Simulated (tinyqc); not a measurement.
Strain-driven roughening and islands of a mismatched epitaxial film: one step, computed by the program tinyqc. Command: `OMP_NUM_THREADS=1 python tinyqc.py 3015310 3015311 out.jsonl island walk`. One thread of a shared host (Intel(R) Xeon(R) Processor @ 2.30GHz), about 0.01 s of CPU time with the checks.

Film and substrate share isotropic elastic constants; the film is coherent and biaxially strained.

Question. Island nucleation. Shallow faceted island (Tersoff form): E = 4 Gam V^(2/3) tan^(1/3)(theta) - 6 c V tan(theta), Gam = gamma [x/sin(theta) - 1/tan(theta)], x the facet energy over gamma, c = stress^2 (1 - nu)/(2 pi G). The barrier is the maximum of E, at V_c = [4 Gam/(9 c)]^3 / tan^2(theta) (1 GPa nm = 1 J/m^2).

Inputs (values chosen for the exercise, modelled on Si(0.5)Ge(0.5) on Si):

| quantity | value | unit |
|---|---|---|
| shear modulus G | 56.3 | GPa |
| Poisson ratio nu | 0.26 | - |
| surface energy gamma | 1.13 | J/m^2 |
| contact angle of the shallow shape theta_1 | 12.9 | degrees |
| contact angle of the steep shape theta_2 | 27.3 | degrees |
| facet energy of shape 1 over gamma | 1.004 | - |
| facet energy of shape 2 over gamma | 1.013 | - |

stress = 4.045383 GPa

Constants: e = 1.602176634e-19 C.

Give: c; Gam of shape 1; critical volume, shape 1; barrier, shape 1; Gam of shape 2; critical volume, shape 2; barrier, shape 2.

Answer.

c = 0.034234 GPa

Gam of shape 1 = 0.14799 J/m^2

critical volume, shape 1 = 135.21 nm^3

barrier, shape 1 = 19.851 eV

Gam of shape 2 = 0.30645 J/m^2

critical volume, shape 2 = 236.38 nm^3

barrier, shape 2 = 78.207 eV

The shallow shape has the lower barrier. Each barrier is a third of the surface term at V_c and scales as Gam^3/c^2, that is as f^(-4).
